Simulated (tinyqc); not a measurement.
From results back to parameters: metal-induced gap states at the contact of a metal chain and a two-band chain. Four cases, with inputs chosen for the exercise.

Problem. With gap states the barrier for electrons is phi = S (W - chi - p) + p, W being the work function of the metal, S the pinning factor and p the depth of the neutrality level below the conduction edge. The barriers for two metals come from hidden S and p, those of the chain and not of a measured contact.

Find: S, p (eV).

Method. The slope of the barrier against W is S; then p = (phi1 - S (W1 - chi))/(1 - S).

Case 1.

Values chosen (out of a larger set: gap and optical dielectric constant near those of Si; the chain itself is a model; not measured data):
- W1 = 4.36 eV (work function of metal 1)
- W2 = 5.45 eV (of metal 2)
- chi = 3.9 eV (electron affinity)

barriers (eV): metal 1 0.55504, metal 2 0.70328

Solution.

S, p (eV): 0.136  0.570

Case 2.

Values chosen (out of a larger set: gap and optical dielectric constant near those of Si; the chain itself is a model; not measured data):
- W1 = 4.44 eV (work function of metal 1)
- W2 = 5.62 eV (of metal 2)
- chi = 4.2 eV (electron affinity)

barriers (eV): metal 1 0.51580, metal 2 0.76596

Solution.

S, p (eV): 0.212  0.590

Case 3.

Values chosen (out of a larger set: gap and optical dielectric constant near those of SiO2; the chain itself is a model; not measured data):
- W1 = 4.13 eV (work function of metal 1)
- W2 = 5.48 eV (of metal 2)
- chi = 0.87 eV (electron affinity)

barriers (eV): metal 1 3.60362, metal 2 4.67417

Solution.

S, p (eV): 0.793  4.920

Case 4.

Values chosen (out of a larger set: gap and optical dielectric constant near those of HfO2; the chain itself is a model; not measured data):
- W1 = 4.05 eV (work function of metal 1)
- W2 = 5.36 eV (of metal 2)
- chi = 2.43 eV (electron affinity)

barriers (eV): metal 1 2.46216, metal 2 3.29663

Solution.

S, p (eV): 0.637  3.940

Computed by tinyqc, one run a case: `OMP_NUM_THREADS=1 python tinyqc.py N N+1 out.jsonl` with N = 1450065, 1450113, 1450122, 1450144; one thread of a shared Intel(R) Xeon(R) Processor @ 2.30GHz, about 0.01 s a run at most.
